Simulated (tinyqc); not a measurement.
Switching field against angle and time: single-domain magnet: Stoner-Wohlfarth switching, Neel-Arrhenius retention, LLG dynamics and spin torque. Computed by tinyqc, a small Python program. Command: `OMP_NUM_THREADS=1 python tinyqc.py 3003647 3003648 out.jsonl macro walk`. One thread of a shared host (Intel(R) Xeon(R) Processor @ 2.30GHz), about 0.01 s of CPU time with the checks.

The moment is uniform, with unit vector m; z is the easy axis. mu_0 = 1.25663706212e-6 T m/A, gamma = 1.76085963023e11 rad/(s T).

Inputs (values chosen for the exercise, for a model magnet):
```
quantity,value,unit
saturation magnetisation M_s,669,kA/m
diameter d,41,nm
thickness t,0.93,nm
interface anisotropy K_i,0.382,mJ/m^2
bulk anisotropy K_u,26,kJ/m^3
exchange stiffness A,23,pJ/m
temperature T,300,K
attempt frequency f0,2,GHz
waiting time t_w,1,s
```

Shape: thin disc, easy axis normal to it.

Constants: k_B = 1.380649e-23 J/K.

Method:
- The disc is treated as an oblate spheroid with p = t/d: N_z = [1 - p arccos(p)/sqrt(1 - p^2)]/(1 - p^2); V = pi d^2 t/4; K_eff = K_u + K_i/t + K_shape, K_shape = -(mu_0 M_s^2/4)(3 N_z - 1); mu_0 H_K = 2 K_eff/M_s.
- Delta = K_eff V/(k_B T); tau = exp(Delta)/f0; probability of a flip within t_w: P = 1 - exp(-t_w/tau). Wall width parameter sqrt(A/K_eff); a two-domain state costs 4 sqrt(A K_eff) times the cross-section that the wall cuts (d t).
- Energy over K_eff V: e(theta) = sin^2(theta) + 2 h cos(theta - psi) for m at the angle theta from +z and a field that points at psi from -z (it pulls m away from +z towards negative theta); h_sw = (cos^(2/3) psi + sin^(2/3) psi)^(-3/2).
- Switching field at T: the h at which the exact barrier equals ln(f0 t_w/ln 2) k_B T (0 if the zero-field barrier is lower). Sharrock form: h_sw [1 - (ln(f0 t_w/ln 2)/Delta)^(1/n)], n = 0.86 + 1.14 h_sw.

stability factor Delta = 50.4387

Fields over H_K:
```
psi (degrees),h_sw at T = 0,"thermal, exact barrier","thermal, Sharrock form"
1,0.90707,0.33460,0.32481
10,0.67381,0.28157,0.27149
20,0.57365,0.24862,0.24420
30,0.52402,0.23056,0.22948
45,0.50000,0.22146,0.22205
60,0.52402,0.23056,0.22948
75,0.61466,0.26272,0.25574
89,0.90707,0.33460,0.32481
```

At T = 0 the field is least at 45 degrees, H_K/2, and symmetric about it. Thermal help lowers it to 37 % at 1 degree and 44 % at 45 degrees; the Sharrock form misses the exact barrier by at most about 0.010 H_K, at psi = 10 (and its mirror angle). Caution: a flat cylinder has a smaller N_z than the spheroid of the same t/d, so K_eff of a real disc is larger.

Extremes, crossings and ranges named in words are read from the listed rows.
